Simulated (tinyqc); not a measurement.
Ewald sum of point charges, rock salt lattice, step by step. Computed by tinyqc, a small Python program that keeps every step. Command: `OMP_NUM_THREADS=1 python tinyqc.py 26339 26340 out.jsonl` (the two numbers bound the seeds that draw the settings). One thread of a shared host (Intel(R) Xeon(R) Processor @ 2.60GHz), about 0.04 s of CPU time with the checks.

## Ewald sum with eta = 0.336 1/bohr

cell vectors (rows) (bohr):
```
         1        2        3
1  0.00000  4.62500  4.62500
2  4.62500  0.00000  4.62500
3  4.62500  4.62500  0.00000
```

Charges:
```
q              f1       f2       f3
2.00000   0.00000  0.00000  0.00000
-2.00000  0.50000  0.50000  0.50000
```

Real space: 1/2 sum q_i q_j erfc(eta r)/r over all images with r > 0; reciprocal space: (2 pi/V) sum_(G != 0) exp(-G^2/4 eta^2)/G^2 |S(G)|^2 with S(G) = sum q exp(i G.r); self term -eta/sqrt(pi) sum q^2; background -pi Q^2/(2 V eta^2), Q the total charge.

Real-space shells (first ones):
```
r (bohr)  pairs  sum (hartree)
4.62500      12       -0.14515
6.54074      24        0.01382
8.01073      16       -0.00056
9.25000      12       2.87e-05
10.34181     48      -8.28e-06
11.32889     48       6.20e-07
13.08148     24       1.87e-09
13.87500     60      -3.73e-10
14.62553     48       2.40e-11
15.33939     48              0
16.02147     16              0
16.67567     48              0
```

Reciprocal shells (first ones that count):
```
G^2 (1/bohr^2)  vectors  sum (hartree)
1.38420               8        0.13697
5.07538              24       3.16e-05
8.76657              24       5.16e-09
```

## The total does not depend on eta

The same sums for other eta.

Totals (hartree per cell):
```
eta           real  reciprocal      self  background       total
0.33600   -0.13187     0.13700  -1.51654     0.00000  -1.5114072
0.52900   -0.00280     0.87904  -2.38765     0.00000  -1.5114072
0.71900  -1.33e-05     1.73382  -3.24522     0.00000  -1.5114072
```

shortest distance = 4.62500 bohr

Madelung constant -E d / (formula units |q+ q-|) = 1.74756
